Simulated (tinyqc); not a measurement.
Ellipsoidal valleys in the axes of a wafer and a channel: one step. Tensors of the valley z. Two cases, with inputs chosen for the exercise.

Task: Form w and the reduced tensor u.

Valleys with axes a along x, y and z, two valleys each; inverse mass tensor w = 1/mt + (1/ml - 1/mt) a a. Device axes: z = nz/|nz|, x = nx/|nx|, y = z cross x; in them a = (ax, ay, az). Confinement mass mz = 1/w_zz. In the plane w_ij is replaced by u_ij = w_ij - w_iz w_jz/w_zz (i, j = x, y); density-of-states mass md = 1/sqrt(det u); conductivity mass along x mc = 1/u_xx; ballistic transport mass mx = u_yy/det u, width mass my = 1/u_yy.

Give: w; u.

Case 1.

Values chosen (out of a larger set: near those of the Delta valleys of Si; not measured data): ml = 0.891 m0 (longitudinal mass); mt = 0.195 m0 (transverse mass).

valley axes, rows x, y, z; columns ax, ay, az:
```
[[0.000000, 0.707107, 0.707107],
 [0.000000, -0.707107, 0.707107],
 [1.000000, 0.000000, 0.000000]]
```

Result:

w (1/m0), rows x, y, z and columns alike:
```
[[1.1223, 0.0000, 0.0000],
 [0.0000, 5.1282, 0.0000],
 [0.0000, 0.0000, 5.1282]]
```

u (1/m0), rows x, y and columns alike:
```
[[1.1223, 0.0000],
 [0.0000, 5.1282]]
```

Case 2.

Values chosen (out of a larger set: near those of the Delta valleys of Si; not measured data): ml = 0.923 m0 (longitudinal mass); mt = 0.191 m0 (transverse mass).

valley axes, rows x, y, z; columns ax, ay, az:
```
[[0.707107, -0.707107, 0.000000],
 [0.707107, 0.707107, 0.000000],
 [0.000000, 0.000000, 1.000000]]
```

Result:

w (1/m0), rows x, y, z and columns alike:
```
[[5.2356, 0.0000, 0.0000],
 [0.0000, 5.2356, 0.0000],
 [0.0000, 0.0000, 1.0834]]
```

u (1/m0), rows x, y and columns alike:
```
[[5.2356, 0.0000],
 [0.0000, 5.2356]]
```

w_xz = w_yz = 0: the normal is a principal axis and u is the upper block of w.

Computed by tinyqc, one run a case: `OMP_NUM_THREADS=1 python tinyqc.py N N+1 out.jsonl` with N = 1850441, 1850574; one thread of a shared Intel(R) Xeon(R) Processor @ 2.30GHz, about 0.01 s a run at most.
